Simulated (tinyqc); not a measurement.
The decay curve: photoconductance decay in a wafer: bulk and surface recombination modes, and iron detection by pair splitting. Computed by tinyqc, a small Python program. Command: `OMP_NUM_THREADS=1 python tinyqc.py 3112360 3112361 out.jsonl pcd walk`. One thread of a shared host (Intel(R) Xeon(R) Processor @ 2.30GHz), about 0.01 s of CPU time with the checks.

Both faces of the wafer have the same S; injection is low and all coefficients are constant. x runs from -W/2 to W/2.

Inputs (values chosen for the exercise, modelled on p-type silicon):
```
quantity                          value         unit
thickness W                         725   micrometre
diffusivity D                      30.5       cm^2/s
bulk lifetime tau_b without iron     14  microsecond
surface recombination velocity S   1100         cm/s
absorption coefficient alpha        620         1/cm
```

Method:
- Even modes cos(a x) obey b tan b = S W/(2 D) with b = a W/2, odd modes sin(a x) obey -b cot b = S W/(2 D); each decays at the rate 1/tau_b + D a^2.
- tau_eff is the decay time of the first mode. The surface time is 1/(D a^2) of that mode; shortcuts for it are W/(2 S), W^2/(pi^2 D) and their sum, whose error is sum/surface time - 1.
- Light from one face makes n(x, 0) proportional to exp(-alpha (x + W/2)). Only even modes carry the thickness average: weight c_n = [sin b/b] int n cos(a x) dx / (int cos^2(a x) dx x mean n), with int exp(-alpha (x + W/2)) cos(a x) dx = [alpha cos b (1 - E) + a sin b (1 + E)]/(alpha^2 + a^2), E = exp(-alpha W), and int cos^2 = W/2 + sin(2 b)/(2 a).
- Mean density = sum_n c_n exp(-t/tau_n) over 60 modes; the local decay time is -1/(d ln n/dt).

W^2/(pi^2 D) = 17.4613 microsecond

tau_eff = 10.8514 microsecond

Decay:
```
t / (W^2/(pi^2 D))  t (microsecond)  mean density/start  local decay time (microsecond)
0.02                          0.349             0.89599                           4.339
0.05                          0.873             0.80854                           5.771
0.10                          1.746             0.70627                           7.059
0.20                          3.492             0.56467                           8.437
0.50                          8.731             0.32394                          10.139
1.00                         17.461             0.14169                          10.774
2.00                         34.923             0.02828                          10.851
```

The local decay time goes from 4.34 to 10.9 microsecond against tau_eff = 10.9. Early on higher modes speed the decay, so a fit must start late.
